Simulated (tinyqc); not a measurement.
Current of a Schottky diode by thermionic-emission-diffusion theory, and its read-back from I-V-T and C-V data: one step, computed by the program tinyqc. Command: `OMP_NUM_THREADS=1 python tinyqc.py 3006278 3006279 out.jsonl schottky walk`. One thread of a shared host (Intel(R) Xeon(R) Processor @ 2.30GHz), about 0.01 s of CPU time with the checks.

Full ionisation, no tunnelling, no recombination current. V is the voltage across the junction itself, forward positive.

Task: Current. N_c(T) = N_c (T/300 K)^(3/2); V_bi = phi_0 - (k_B T/e) ln(N_c(T)/N); surface field F = sqrt(2 e N (V_bi - V - k_B T/e)/(eps eps_0)); image lowering d_phi = sqrt(e F/(4 pi eps eps_0)); effective barrier phi = phi_0 - d_phi - sigma^2 (1 - rho V)/(2 k_B T). Collection velocity v_R = A* T^2/(e N_c(T)); diffusion velocity v_D = mu F; J = e N_c(T) v_R/(1 + v_R/v_D) exp(-phi/k_B T) [exp(e V/k_B T) - 1]. Terminal voltage V + J R_s.

Inputs (values chosen for the exercise, modelled on n-type GaAs):

| quantity | value | unit |
|---|---|---|
| Richardson constant A* | 8.14 | A/(cm^2 K^2) |
| effective density of states at 300 K, N_c | 4.9e+17 | 1/cm^3 |
| permittivity eps | 12.9 | - |
| mobility mu | 4800 | cm^2/(V s) |
| barrier without image force phi_0 (mean) | 0.87 | eV |
| doping N | 3.9e+16 | 1/cm^3 |
| series resistance R_s | 0.36 | milliohm cm^2 |
| junction voltage V | 0.33 | V |
| temperature T | 200 | K |
| standard deviation sigma | 69 | meV |
| relative change of sigma^2 with bias, rho | 0.56 | 1/V |

Barrier: Gaussian spread of heights.

Constants: k_B = 8.617333262e-05 eV/K; e = 1.602176634e-19 C; eps_0 = 8.8541878128e-12 F/m.

Give: v_R; v_D; current density J; terminal voltage.

Result:

v_R = 7.6193e+06 cm/s

v_D = 3.5132e+08 cm/s

current density J = 2.8417e-05 A/cm^2

terminal voltage = 0.33000 V

v_D/v_R = 46.1: emission over the barrier limits the current.
